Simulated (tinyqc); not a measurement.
Strain: hole subbands of a hard-walled well, four-band Luttinger model.

Hole energies are counted downwards from the unstrained band edge, c = hbar^2/2m0. After the usual block transformation one block is H = [[P + Q - Zs, R - i S], [R + i S, P - Q + Zs]] in (heavy, light), with P +/- Q = c [(g1 +/- g2) k^2 + (g1 -/+ 2 g2) kz^2], R = sqrt(3) c gR k^2, S = 2 sqrt(3) c g3 k kz, kz = -i d/dz; axial approximation gR = (g2 + g3)/2. Zs = b (e_par - e_perp) is the shear part of the strain (the hydrostatic part shifts all levels alike and is left out). Basis sqrt(2/L) sin(n pi z/L), n = 1 to N, for each component: kz^2 gives (n pi/L)^2 and the heavy-light block is R delta_nm - 2 sqrt(3) c g3 k D_nm with D_nm = 4 n m/(L (n^2 - m^2)) for n + m odd, 0 otherwise. The other block has the same levels. The split-off band is left out.

Constants: hbar^2/2m0 = 3.80998211 eV angstrom^2.

Parameters, chosen for this exercise (near those of GaSb; shifted at random, so the results belong to these values and not to a real crystal): g1 = 13.41 (Luttinger gamma1); g2 = 4.69 (gamma2); g3 = 6.01 (gamma3); L = 170 angstrom (well width along [001]); Zlist = (-0.0274, -0.0189, -0.009, -0.0035, 0, 0.0054, 0.0217) eV (shear strain energies (negative: tension in the plane, for b < 0)).

N = 20. dE is the rise of the top subband from k = 0 to k1 = pi/(4L), m1 = c k1^2/dE (dash if dE is not positive), and the heavy weight is taken at k = pi/L.

Top subband:

| Zs (eV) | HH1 (meV) | LH1 (meV) | dE (meV) | heavy weight | m1 (m0) |
|---|---|---|---|---|---|
| -0.0274 | 32.6 | 2.3 | -0.070 | 0.154 | - |
| -0.0189 | 24.1 | 10.8 | -0.477 | 0.234 | - |
| -0.0090 | 14.2 | 20.7 | 0.965 | 0.388 | 0.084 |
| -0.0035 | 8.7 | 26.2 | 1.102 | 0.502 | 0.074 |
| 0.0000 | 5.2 | 29.7 | 1.134 | 0.579 | 0.072 |
| 0.0054 | -0.2 | 35.1 | 1.169 | 0.696 | 0.070 |
| 0.0217 | -16.5 | 51.4 | 1.236 | 0.902 | 0.066 |

HH1 and LH1 cross at Zs = -2 c g2 (pi/L)^2 = -0.0122 eV; for more negative Zs the light hole is on top. Among the rows with HH1 on top, m1 goes from 0.084 to 0.066 m0 as the splitting widens from 6 to 68 meV, against the unmixed 1/(g1 + g2) = 0.055: compression lightens the holes here. A dash marks a top subband whose hole energy at k1 lies below that at k = 0: an electron-like (negative) mass. m1 describes the neighbourhood of k = 0 only; where HH1 and LH1 lie close, the band may peak further out.

tinyqc: `OMP_NUM_THREADS=1 python tinyqc.py 1250577 1250578 out.jsonl`; about 0.1 s, one thread, shared Intel(R) Xeon(R) Processor @ 2.30GHz.
